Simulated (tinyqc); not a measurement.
From results back to parameters: two-level Kane dispersion of a narrow-gap semiconductor. Four cases, with inputs chosen for the exercise.

Problem. In the two-level Kane model E = Eg/2 + sqrt(Eg^2/4 + (2/3) Ep c k^2), c = hbar^2/2m0, and the momentum mass is m(k) = (3/(2 Ep)) sqrt(Eg^2 + (8/3) Ep c k^2). It is given at the Fermi wave vectors kF = (3 pi^2 n)^(1/3) of two densities (1 cm^-3 = 1e-24 angstrom^-3).

Constants: hbar^2/2m0 = 3.80998211 eV angstrom^2.

Case 1.

Values chosen (out of a larger set: near those of GaSb; not measured data): n12 = (2.7e+15, 2.8e+17) cm^-3 (two densities).

masses at the two densities (m0): 0.04651940  0.04998877

Case 2.

Values chosen (out of a larger set: near those of HgTe; not measured data): n12 = (1.8e+15, 1.7e+18) cm^-3 (two densities).

masses at the two densities (m0): 0.02519286  0.04845649

Case 3.

Values chosen (out of a larger set: near those of GaSb; not measured data): n12 = (3.1e+15, 2e+18) cm^-3 (two densities).

masses at the two densities (m0): 0.04273558  0.05546965

Case 4.

Values chosen (out of a larger set: a narrow-gap II-VI alloy; not measured data): n12 = (8.6e+15, 5.9e+17) cm^-3 (two densities).

masses at the two densities (m0): 0.01280888  0.03029571

Find: kF^2; Ep; edge mass; |Eg|.

Solution.

Case 1.

kF^2 (1/angstrom^2): 1.8558e-05  0.00040962

Ep = 26.7 eV
edge mass = 0.04635 m0
|Eg| = 0.825 eV

m^2 = m0*^2 + (6 c/Ep) kF^2 is a straight line in kF^2: the slope gives Ep, the intercept the edge mass, and |Eg| = (2/3) Ep m0*. The sign of Eg does not enter. The two-level form takes Dso as infinite, which overstates the mass where Dso is not large against Eg.

Case 2.

kF^2 (1/angstrom^2): 1.4162e-05  0.0013633

Ep = 18.0 eV
edge mass = 0.02483 m0
|Eg| = 0.298 eV

m^2 = m0*^2 + (6 c/Ep) kF^2 is a straight line in kF^2: the slope gives Ep, the intercept the edge mass, and |Eg| = (2/3) Ep m0*. The sign of Eg does not enter. For Eg < 0 the edge mass does not depend on Dso, which enters only as EF nears it.

Case 3.

kF^2 (1/angstrom^2): 2.0348e-05  0.0015193

Ep = 27.4 eV
edge mass = 0.04254 m0
|Eg| = 0.777 eV

m^2 = m0*^2 + (6 c/Ep) kF^2 is a straight line in kF^2: the slope gives Ep, the intercept the edge mass, and |Eg| = (2/3) Ep m0*. The sign of Eg does not enter. The two-level form takes Dso as infinite, which overstates the mass where Dso is not large against Eg.

Case 4.

kF^2 (1/angstrom^2): 4.0174e-05  0.00067326

Ep = 19.2 eV
edge mass = 0.01078 m0
|Eg| = 0.138 eV

m^2 = m0*^2 + (6 c/Ep) kF^2 is a straight line in kF^2: the slope gives Ep, the intercept the edge mass, and |Eg| = (2/3) Ep m0*. The sign of Eg does not enter. The two-level form takes Dso as infinite, which overstates the mass where Dso is not large against Eg.

Computed by tinyqc, one run a case: `OMP_NUM_THREADS=1 python tinyqc.py N N+1 out.jsonl` with N = 1050319, 1050334, 1050342, 1050411; one thread of a shared Intel(R) Xeon(R) Processor @ 2.30GHz, about 0.01 s a run at most.
